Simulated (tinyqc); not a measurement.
A square-lattice strip 3 sites wide in a magnetic flux, recursive Green functions: effect of the flux.

The device has N = 4 slices of 3 site(s), nearest-neighbour hopping -t, and site energies U; the leads are semi-infinite continuations with site energy 0 and no flux. The hopping from slice i to i + 1 inside the device carries the phase exp(2 pi i f j) on row j = 1, 2, ...: V = <i+1|H|i> = -t diag(exp(2 pi i f j)).

Transverse modes n = 1..3: chi_n(j) = sqrt(2/4) sin(pi n j/4), energy e_n = -2 t cos(pi n/4). Sigma = t^2 sum_n chi_n chi_n^T g(E - e_n), g(x) = (x - i sqrt(4 t^2 - x^2))/(2 t^2) for |x| < 2 t and (x - sign(x) sqrt(x^2 - 4 t^2))/(2 t^2) otherwise; Gamma = i (Sigma - Sigma^dagger); both leads give the same. Forward pass: g_1 = (E - H_1 - Sigma)^(-1), g_i = (E - H_i - V g_(i-1) V^dagger)^(-1), with Sigma also subtracted on the last slice; G_(i,1) = g_i V G_(i-1,1), starting from g_1. H_i is the block of slice i: its site energies on the diagonal and -t between neighbouring rows. T(E) = Tr[Gamma G_(N,1) Gamma G_(N,1)^dagger].

Parameters, values chosen for the exercise: hopping (matrix element -t) t = 1 eV; site energies, slice by slice (3 a slice) U = [1.2, 0.53, 0.23, 0.26, 0.72, -0.22, 0.85, -0.28, 0.1, 0.87, 1.2, 0.3] eV; energy E = 1.24 eV.

Effect of the flux:

| f (h/q) | T(E) |
|---|---|
| -0.5 | 0.71899 |
| -0.4 | 0.79330 |
| -0.3 | 1.0160 |
| -0.2 | 0.90209 |
| -0.1 | 1.5335 |
| 0 | 1.3352 |
| 0.1 | 1.5335 |
| 0.2 | 0.90209 |
| 0.3 | 1.0160 |
| 0.4 | 0.79330 |
| 0.5 | 0.71899 |

T(E) is the same at f and -f, as it must be for two terminals, and repeats with period 1 in f. It is 1.34 without flux, 0.719 at half a quantum, and lies between 0.719 and 1.53 in these rows.

tinyqc, about 0.01 s, one thread, Intel Xeon 2.30GHz (shared host): `OMP_NUM_THREADS=1 python tinyqc.py 2660008 2660009 out.jsonl`
